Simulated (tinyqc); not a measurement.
# Worked calculation: square on-chip spiral inductor, lumped pi model

Numbers from tinyqc (`OMP_NUM_THREADS=1 python tinyqc.py 2302009 2302010 out.jsonl`; about 0.01 s on one thread of a shared Intel Xeon 2.30GHz). Printed values are rounded.

Outer diameter do = di + 2 n wd + 2 (n - 1) sp, mean da = (do + di)/2, fill p = (do - di)/(do + di), length l = 4 n da. L = 2.34 mu0 n^2 da/(1 + 2.75 p), mu0 = 4 pi 1e-7 H/m. Rs = rho l/(wd delta (1 - exp(-th/delta))), delta = sqrt(rho/(pi f mu0)). Cs = n wd^2 eps0 eo/hu across the coil. At each end Cox = l wd eps0 eo/(2 ho) leads to the substrate branch Rsi = 2 rs he/(l wd) in parallel with Csi = l wd eps0 11.7/(2 he). With one end grounded Y = 1/(Rs + i w L) + i w Cs + 1/[1/(i w Cox) + 1/(1/Rsi + i w Csi)], w = 2 pi f; Q = -Im Y/Re Y. Eddy currents in neighbouring turns and in the substrate are left out.

Inputs (values chosen for the exercise); values of the order met in silicon radio-frequency processes:
```
symbol,value,unit,meaning
n,1.5,,number of turns
wd,15,um,line width
sp,1.5,um,space between turns
di,140,um,inner diameter
th,3.4,um,metal thickness
rho,2.2,uohm cm,metal resistivity
ho,9.8,um,oxide below the coil
hu,1.4,um,oxide between coil and underpass
eo,4.1,,relative permittivity of the oxide
rs,1,ohm cm,substrate resistivity
he,80,um,effective spreading depth in the substrate
f,3,GHz,frequency
```

Constants: eps0 = 8.8541878128e-12 F/m. Results are converted to the units shown.

## Geometry and model elements

do, l, L, delta, Rs, Cs, Cox, Rsi and Csi as defined.

do = 186.5 um
l = 979.5 um
L = 0.776122 nH
delta = 1.36292 um
Rs = 1.14887 ohm
Cs = 8.75142 fF
Cox = 27.2127 fF
Rsi = 108.899 ohm
Csi = 9.51284 fF

Rs is 2.72 times the direct-current value in this empirical form, which overstates the skin effect of a flat slab when delta is near th and so stands in for some current crowding.

## Admittance, quality factor and apparent inductance

Series branch 1/(Rs + i w L), substrate branch, total Y, Q = -Im Y/Re Y, apparent inductance Im(1/Y)/w, metal-only value w L/Rs, share of the loss in the substrate Re(substrate branch)/Re Y.

series branch = 5.3351-67.9358i mS
substrate branch = 0.028491+0.510800i mS
Y = 5.3635-67.2600i mS
Q = 12.5402
apparent inductance = 0.783771 nH
w L/Rs = 12.7339
share of the loss in the substrate = 0.531200 %

Q is 98.5 % of the metal-only value.
